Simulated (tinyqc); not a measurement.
Ellipsometry and reflectance of a transparent film on an absorbing substrate: one step of the calculation.

Air (index 1), film, substrate with N2 = n2 - i k2; time factor exp(+i w t). q_j = sqrt(N_j^2 - sin^2 th), root with positive real part. Fresnel coefficients r_s = (q_a - q_b)/(q_a + q_b), r_p = (N_b^2 q_a - N_a^2 q_b)/(N_b^2 q_a + N_a^2 q_b). tan(Psi) exp(i Delta) = R_p/R_s, Delta taken from 0 to 360 degrees.

Problem. Psi, Delta and reflectances. beta = 2 pi d q1/lam, X = exp(-2 i beta), R = (r01 + r12 X)/(1 + r01 r12 X) for p and s.

Values chosen for this exercise:

| symbol | value | unit | meaning |
|---|---|---|---|
| lam | 405 | nm | wavelength |
| d | 1.3 | nm | film thickness |

q1 = 0.88232578
r01,p = -0.21649817
r01,s = -0.44130145
r12,p = 0.49107097-0.02230605i
r12,s = -0.71713507+0.01518964i

Find: beta; X; R_p; R_s; Psi; Delta; |R_p|^2; |R_s|^2.

Solution.

beta = 0.01779 rad
X = 0.9994-0.0356i
R_p = 0.3055-0.0474i
R_s = -0.8798+0.0189i
Psi = 19.36 degrees
Delta = 172.4 degrees
|R_p|^2 = 0.09556
|R_s|^2 = 0.7743

The bare substrate gives Psi = 19.30 and Delta = 175.51 degrees.

Numbers from tinyqc (`OMP_NUM_THREADS=1 python tinyqc.py 2870211 2870212 out.jsonl`; about 0.01 s on one thread of a shared Intel Xeon 2.30GHz).
